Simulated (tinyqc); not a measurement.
Inside a calculation: alloy A(1-x)B(x) by interpolation with bowing. Values are carried at full precision from step to step, so a last printed digit may differ when a step is redone from the rounded ones.

Each gap follows E(x) = (1 - x) E_A + x E_B - C x (1 - x); the lattice constant follows Vegard, a(x) = (1 - x) a_A + x a_B.

Constants: hc = 1239.841984 eV nm; kB = 8.617333262e-05 eV/K.

Inputs chosen for the exercise (A near InP, B near GaP; not measured data): a = (5.875, 5.455) angstrom (lattice constant of A, B); x = 0.39 (fraction of B); Eg = (1.419, 2.875) eV (gap at Gamma to the s-like level of A, B); EgX = (2.383, 2.321) eV (gap to the lowest valley along Gamma-X of A, B); EgL = (2.003, 2.756) eV (gap to L of A, B); C = (0.673, 0.199, 1.004) eV (bowing of the Gamma, X and L gaps); Dso = (0.108, 0.08) eV (spin-orbit splitting of A, B); Ep = (20.7, 31.8) eV (Kane energy of A, B); me = (0.0805, 0.1293) m0 (electron mass at Gamma of A, B); Cs = 0 eV (bowing of Dso); md = (0.0901, 0.69, 0.67) m0 (density-of-states masses of Gamma, all X and all L valleys); T = 300 K (temperature).

## Gaps and lattice constant at x

Also give the wavelength hc/E of the lowest gap.

a(x) = 5.7112 angstrom

linear parts (eV): Gamma 1.9868, X 2.3588, L 2.2967

bowing terms C x (1 - x) (eV): Gamma 0.1601, X 0.0473, L 0.2389

gaps (eV): Gamma 1.8267, X 2.3115, L 2.0578

wavelength of the lowest gap = 678.7 nm

The lowest valley is Gamma, so the gap is direct; the next, L, lies 231 meV higher.

## Where the valleys cross

The difference of two gaps is a quadratic q2 x^2 + q1 x + q0 with q2 = C_i - C_j, q1 = (E_B - E_A - C)_i - (E_B - E_A - C)_j, q0 = E_A,i - E_A,j; give its roots between 0 and 1 (a dash: none).

Crossings:

| pair | q2 | q1 | q0 | first root | second root |
|---|---|---|---|---|---|
| Gamma-X | 0.474 | 1.044 | -0.964 | 0.7006 | - |
| Gamma-L | -0.331 | 1.034 | -0.584 | 0.7402 | - |
| X-L | -0.805 | -0.010 | 0.380 | 0.6809 | - |

The lowest valley changes at x = 0.701 (Gamma to X, gap 2.298 eV). The other crossings lie above the lowest valley.

## Electron mass of the alloy

Mass at Gamma from the Kane formula 1/m = F + Ep (Eg + 2 Dso/3)/(Eg (Eg + Dso)). F is fixed by the masses of A and B and interpolated linearly, as is Ep; Eg and Dso carry their bowing.

Compare with the linear interpolation of the masses.

F of A, B: -1.8215  -3.2271

Ep, Eg, Dso at x (eV): 25.0290  1.8267  0.0971

m(x) from the Kane formula = 0.0901 m0
m(x) linear = 0.0995 m0

The Kane value lies 9.5 % below the linear one.

## Shares of the electrons in the valleys

Non-degenerate: n_i proportional to md_i^(3/2) exp(-E_i/kT).

md^(3/2): Gamma 0.0270, X 0.5732, L 0.5484

(E - E_min)/kT: Gamma 0.00, X 18.75, L 8.94

shares: Gamma 0.997, X 0.000, L 0.003

Gamma holds most electrons (99.7 %).

## Checks

- The Gamma and X gaps at their crossing x = 0.7006 (eV): both 2.2978.
- The Gamma and L gaps at their crossing x = 0.7402 (eV): both 2.3673.
- The X and L gaps at their crossing x = 0.6809 (eV): both 2.2975.

(tinyqc, `OMP_NUM_THREADS=1 python tinyqc.py 1081086 1081087 out.jsonl`, Intel(R) Xeon(R) Processor @ 2.30GHz, 1 thread, shared host, about 0.01 s.)
